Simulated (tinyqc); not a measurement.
## Ferroelectric hysteresis, discrete Preisach model: which history is remembered

25 bistable elements (j, k) switch to +1 when V reaches u_j and to -1 when V falls to -u_k, and keep their state between. P = Ps sum w_jk s_jk. All elements start at -1. No time dependence and no dielectric part.

w_jk is proportional to exp[-(a_j^2 + a_k^2 - 2 cr a_j a_k)/(2 (1 - cr^2))], a_j = (u_j - Vc)/sg, and the weights sum to one. Each row applies its voltages in turn to the starting state.

Values chosen for this exercise:
```
symbol                    value     unit                              meaning
Ps                           30  uC/cm^2              saturation polarisation
Vc                            2        V                mean coercive voltage
sg                         0.97        V     spread of the switching voltages
up      [0.4, 1.2, 2, 2.8, 3.6]        V                      list of the u_j
cr                            0           correlation of up and down voltages
```

Final polarisation:
```
                          P (uC/cm^2)
+3.2 V                         24.758
+2.4, -1.6, +3.2 V             24.758
+3.2, -2.4 V                  -11.945
+3.2, -1.6, +1.6, -2.4 V      -11.945
+4, -2.4, +2.4 V               16.740
+2.4 V                         10.216
```

Rows 1 and 2 agree, and so do rows 3 and 4: a larger excursion wipes out the smaller ones before it. Rows 5 and 6 end at the same voltage yet differ by 6.52 uC/cm^2, because row 5 keeps elements set by the earlier full write that the negative pulse did not reach.

Computed by the program tinyqc: `OMP_NUM_THREADS=1 python tinyqc.py 2860118 2860119 out.jsonl`, one thread of a shared Intel Xeon 2.30GHz, about 0.01 s for the whole run.
